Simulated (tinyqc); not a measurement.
Inside a calculation. Model: finite-difference solution of the diffusion equation on a small grid. Computed by tinyqc, a small Python program that keeps every step. Command: `OMP_NUM_THREADS=1 python tinyqc.py 3021320 3021321 out.jsonl fdiff walk`. One thread of a shared host (Intel(R) Xeon(R) Processor @ 2.30GHz), about 0.01 s of CPU time with the checks. Intermediate numbers are printed to about 5 digits and carried at full precision; extremes and crossings named in words are read from the listed rows.

dC/dt = D d2C/dx2 on nodes x_j = j dx, j = 0..7; the far end is sealed.

Inputs (values chosen for the exercise):

| quantity | value | unit |
|---|---|---|
| diffusivity D | 19 | nm^2/s |
| grid spacing dx | 20 | nm |
| time step dt | 3.9 | s |
| final time t_f | 78 | s |
| loss velocity h | 0.17 | nm/s |

Boundary at x = 0: surface loss. Scheme: explicit.

start values C_j, j = 0, 1, ... (% of a reference): 11.1  13.9  55.7  100  78.7  28.1  4.66  0

## Mesh ratio and operator

The operator M acts as (M C)_j = C_(j-1) - 2 C_j + C_(j+1); at the sealed far end a mirror node gives 2 C_(N-2) - 2 C_(N-1); at j = 0, the outward flux h C_0 gives 2 C_1 - (2 + 2 h dx/D) C_0. r = D dt/dx^2.

mesh ratio r = 0.18525

operator M:
```
         0        1        2        3        4        5        6        7
0  -2.3579   2.0000   0.0000   0.0000   0.0000   0.0000   0.0000   0.0000
1   1.0000  -2.0000   1.0000   0.0000   0.0000   0.0000   0.0000   0.0000
2   0.0000   1.0000  -2.0000   1.0000   0.0000   0.0000   0.0000   0.0000
3   0.0000   0.0000   1.0000  -2.0000   1.0000   0.0000   0.0000   0.0000
4   0.0000   0.0000   0.0000   1.0000  -2.0000   1.0000   0.0000   0.0000
5   0.0000   0.0000   0.0000   0.0000   1.0000  -2.0000   1.0000   0.0000
6   0.0000   0.0000   0.0000   0.0000   0.0000   1.0000  -2.0000   1.0000
7   0.0000   0.0000   0.0000   0.0000   0.0000   0.0000   2.0000  -2.0000
```

## Amplification factors

The mode of M with eigenvalue mu has its amplitude multiplied per step by g = (1 + (1 - theta) r mu)/(1 - theta r mu), with theta = 0 explicit, 1 implicit, 1/2 Crank-Nicolson; the explicit scheme is stable for r up to 2/|mu_min|.

eigenvalues mu of M: -4.0404  -3.8534  -3.2979  -2.4958  -1.6054  -0.8027  -0.2447  -0.0177

factors g: 0.25152  0.28617  0.38907  0.53766  0.70260  0.85130  0.95467  0.99672

largest stable r of the explicit scheme = 0.49500

The smallest factor is 0.252: no mode changes sign, and all decay but one with mu = 0 where there is such a mode.

## Time step 1

C at the start (%): 11.10  13.90  55.70  100.00  78.70  28.10  4.66  0.00

With r = D dt/dx^2: (1 - theta r M) C(new) = (1 + (1 - theta) r M) C(old); theta = 0 explicit, 1 implicit, 1/2 Crank-Nicolson.

C after step 1 (%): 11.401  21.125  56.163  87.848  73.272  33.131  8.139  1.727

## Time step 2

The formulas are those given above.

C after step 2 (%): 14.248  25.814  55.542  79.278  68.536  35.938  11.581  4.102

## All steps

The run takes n = round(t_f/dt) steps of length t_f/n. The dose is the trapezoidal sum of C dx; the error is the largest difference from exp(M D t/dx^2) C(0), the exact time evolution on the same grid.

Course of the run:

| step | t (s) | C_1 | C_4 | dose (% nm) | largest error |
|---|---|---|---|---|---|
| 1 | 3.9 | 21.125 | 73.272 | 5724.8 | 1.5819 |
| 2 | 7.8 | 25.814 | 68.536 | 5717.3 | 2.0668 |
| 3 | 11.7 | 29.179 | 64.487 | 5707.8 | 2.1122 |
| 4 | 15.6 | 31.710 | 61.038 | 5696.2 | 2.0026 |
| 5 | 19.5 | 33.649 | 58.091 | 5682.4 | 1.8505 |
| 6 | 23.4 | 35.140 | 55.563 | 5666.9 | 1.6965 |
| 7 | 27.3 | 36.277 | 53.386 | 5649.9 | 1.5528 |
| ... | ... | ... | ... | ... | ... |
| 14 | 54.6 | 38.674 | 44.458 | 5508.5 | 0.8906 |
| 15 | 58.5 | 38.584 | 43.754 | 5486.9 | 0.8502 |
| 16 | 62.4 | 38.440 | 43.138 | 5465.3 | 0.8059 |
| 17 | 66.3 | 38.253 | 42.595 | 5443.6 | 0.7598 |
| 18 | 70.2 | 38.032 | 42.116 | 5421.9 | 0.7134 |
| 19 | 74.1 | 37.784 | 41.692 | 5400.4 | 0.6678 |
| 20 | 78.0 | 37.516 | 41.314 | 5378.9 | 0.6237 |

C at the end (%): 32.264  37.516  41.235  42.605  41.314  38.195  35.064  33.762

largest error at t_f = 0.62366 %

final dose = 5378.9 % nm

final C_4 = 41.314 %

The time-step error at the end is 0.62 on a scale of 42.6. The dose falls through the surface.

## The three schemes as the step is halved

Each run reaches t_f in n equal steps; errors are the largest difference from exp(M D t_f/dx^2) C(0). A dash marks unstable explicit runs.

Largest error at t_f (%):

| steps n | r | explicit | implicit | Crank-Nicolson |
|---|---|---|---|---|
| 4 | 0.92625 | - | 2.8672 | 3.0202e-01 |
| 8 | 0.46313 | 1.4687 | 1.4995 | 7.4471e-02 |
| 16 | 0.23156 | 0.7799 | 0.7641 | 1.8439e-02 |
| 32 | 0.11578 | 0.3892 | 0.3851 | 4.5986e-03 |
| 64 | 0.05789 | 0.1942 | 0.1932 | 1.1490e-03 |
| 128 | 0.02895 | 0.0970 | 0.0967 | 2.8719e-04 |
| 256 | 0.01447 | 0.0485 | 0.0484 | 7.1796e-05 |

From the last two rows, halving the step divides the error by 2.00 (explicit), 2.00 (implicit), 4.00 (Crank-Nicolson): a factor 2 marks first order in dt and 4 second order. The explicit scheme needs n of at least 8 to be stable; the other two are stable at any step.

Checks made by the program: matrix exponential against 4096 Crank-Nicolson steps (relative difference 7e-09).
